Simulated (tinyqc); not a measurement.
Longitudinal sound in a periodic multilayer: transfer matrices, stop bands and folded phonons: one step, computed by the program tinyqc. Command: `OMP_NUM_THREADS=1 python tinyqc.py 3005266 3005267 out.jsonl multilayer walk`. One thread of a shared host (Intel(R) Xeon(R) Processor @ 2.30GHz), about 0.01 s of CPU time with the checks.

Layers 1 and 2 repeat with period d = d_1 + d_2; waves travel normal to the layers, without loss. State vector (u, s): displacement u and stress divided by omega. Impedances Z = rho v are in 1e6 kg/(m^2 s).

Problem. Transmission through N periods. A layer maps (u, s) by [[cos p, sin p/Z], [-Z sin p, cos p]], p = 2 pi f d_i/v_i; one period is M = M_2 M_1, and cos(q d) = trace(M)/2. For N periods A = M^N. A wave comes from a thick layer of material 1 and leaves into the substrate (Z_s): transmitted power T = 4 Z_1 Z_s/|Z_1 A_22 + Z_s A_11 - i (Z_1 Z_s A_12 - A_21)|^2, reflected power R = 1 - T.

Inputs (values chosen for the exercise, modelled on silica (layer 1), aluminium nitride (layer 2) and silica (substrate)):
```
quantity       value  unit
velocity v_1    5960   m/s
thickness d_1    323    nm
velocity v_2   11100   m/s
thickness d_2    595    nm
periods N          2     -
frequency f     2.29   GHz
```

M:
```
           1           2
1  0.3325409  0.05188966
2  -24.68617  -0.8448792
```

Z_2 = 36.408

Z_1 = 13.1716

Z of the substrate = 12.8247

Give: A = M^N; transmitted power T; T in decibel.

Solution.

A = M^N:
```
         1          2
1  -1.1704  -0.026585
2   12.648   -0.56714
```

transmitted power T = 0.84559

T in decibel = -0.72838 dB
